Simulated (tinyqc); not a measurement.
## Front-illuminated p-i-n photodiode, quantum efficiency and bandwidth: efficiency and bandwidth against the thickness of the depleted layer

Light enters through a p layer (0 to xp), a depleted layer (xp to xp + wi) and a thick n substrate, decaying as exp(-al x); one pass, no back reflection. Carriers made in the depleted layer are all collected; those in the neutral layers diffuse.

k = al Ln, s = S Ln/Dn, e = exp(-al xp); front layer f1 = (k/(k^2 - 1)) {[s + k - e (s cosh(xp/Ln) + sinh(xp/Ln))]/[s sinh(xp/Ln) + cosh(xp/Ln)] - k e}; depleted layer f2 = e (1 - exp(-al wi)); substrate f3 = e exp(-al wi) al Lp/(1 + al Lp); external efficiency (1 - Rf)(f1 + f2 + f3); responsivity = efficiency q lam/(h c). Drift response for pairs made in the depleted layer, a = al wi, g = 1 - exp(-a), u = 2 pi i f, te = wi/ve, th = wi/vh: electrons He = [g - a (exp(-a) - exp(-u te))/(u te - a)]/(u te g), holes Hh = [g - a (1 - exp(-a - u th))/(a + u th)]/(u th g); C = eps0 eps_r pi (dia/2)^2/wi + Cp; total |He + Hh|/sqrt(1 + (2 pi f RL C)^2), for the current of the depleted layer alone. Limits are the frequencies at which each factor falls to 1/sqrt(2); inverse-square sum (f_transit^-2 + f_RC^-2)^(-1/2); the diffusion currents f1 and f3 are left out of the bandwidth.

Values chosen for this exercise; values close to those of gallium arsenide at this wavelength: wavelength lam = 850 nm; absorption coefficient al = 10000 1/cm; reflectance of the front face Rf = 0.05; relative permittivity eps_r = 13.3; thickness of the front p layer xp = 0.095 um; electron diffusion coefficient in the p layer Dn = 64 cm^2/s; electron diffusion length in the p layer Ln = 2 um; recombination velocity of the front surface S = 3e5 cm/s; hole diffusion length in the thick n substrate Lp = 67 um; electron drift velocity ve = 8.11e6 cm/s; hole drift velocity vh = 5.75e6 cm/s; diameter dia = 200 um; load resistance RL = 50 ohm; parasitic capacitance Cp = 10 fF.

Constants: q = 1.602176634e-19 C, h = 6.62607015e-34 J s, c = 299792458 m/s, eps0 = 8.8541878128e-14 F/cm where lengths are in cm. Results are converted to the units shown.

Result of one run:

| f2 | f1 + f3 | responsivity (A/W) | transit limit (GHz) | RC limit (GHz) | 3 dB bandwidth (GHz) | inverse-square sum (GHz) | bandwidth x (1 - Rf) f2 (GHz) |
|---|---|---|---|---|---|---|---|
| 0.6615 | 0.3328 | 0.6476 | 29.95 | 1.115 | 1.114 | 1.114 | 0.6998 |

Which thickness of the depleted layer wi gave this result: 0.27, 0.77, 1.3 or 6.2 um?

wi = 1.3 um.

The whole series:

| wi (um) | f2 | f1 + f3 | responsivity (A/W) | transit limit (GHz) | RC limit (GHz) | 3 dB bandwidth (GHz) | inverse-square sum (GHz) | bandwidth x (1 - Rf) f2 (GHz) |
|---|---|---|---|---|---|---|---|---|
| 0.16 | 0.1345 | 0.8521 | 0.6426 | 229.5 | 0.1376 | 0.1376 | 0.1376 | 0.01758 |
| 0.27 | 0.2152 | 0.7726 | 0.6433 | 136.9 | 0.2321 | 0.2321 | 0.2321 | 0.04745 |
| 0.46 | 0.3353 | 0.6542 | 0.6445 | 81.25 | 0.3953 | 0.3953 | 0.3953 | 0.1259 |
| 0.77 | 0.4883 | 0.5035 | 0.6459 | 49.37 | 0.6611 | 0.6610 | 0.6611 | 0.3067 |
| 1.3 | 0.6615 | 0.3328 | 0.6476 | 29.95 | 1.115 | 1.114 | 1.114 | 0.6998 |
| 2.2 | 0.8086 | 0.1879 | 0.6490 | 18.16 | 1.882 | 1.868 | 1.872 | 1.435 |
| 3.7 | 0.8869 | 0.1108 | 0.6498 | 10.90 | 3.152 | 2.993 | 3.028 | 2.522 |
| 6.2 | 0.9075 | 0.09042 | 0.6500 | 6.339 | 5.247 | 3.902 | 4.042 | 3.364 |
| 10 | 0.9093 | 0.08864 | 0.6500 | 3.782 | 8.378 | 3.372 | 3.447 | 2.913 |

As wi goes from 0.16 to 10, the responsivity rises from 0.643 to 0.650 A/W and the bandwidth goes from 0.138 through a maximum of 3.90 (at wi = 6.2 among the rows listed) to 3.37 GHz. The RC limit is the lower one for wi = 0.16, 0.27, 0.46, 0.77, 1.3, 2.2, 3.7, 6.2, the transit limit elsewhere. Adding inverse squares of the two limits is within 3.6 % of the full result. The product of bandwidth and fast efficiency goes from 0.0176 through a maximum of 3.36 (at wi = 6.2 among the rows listed) to 2.91 GHz. For wi = 0.16, 0.27, 0.46, 0.77, 1.3 the diffusion currents exceed 0.3 of the drift current; their own response times, left out, may then shape the whole response.

Program tinyqc, `OMP_NUM_THREADS=1 python tinyqc.py 2250027 2250028 out.jsonl`; Intel Xeon 2.30GHz, shared host, one thread, about 0.01 s.
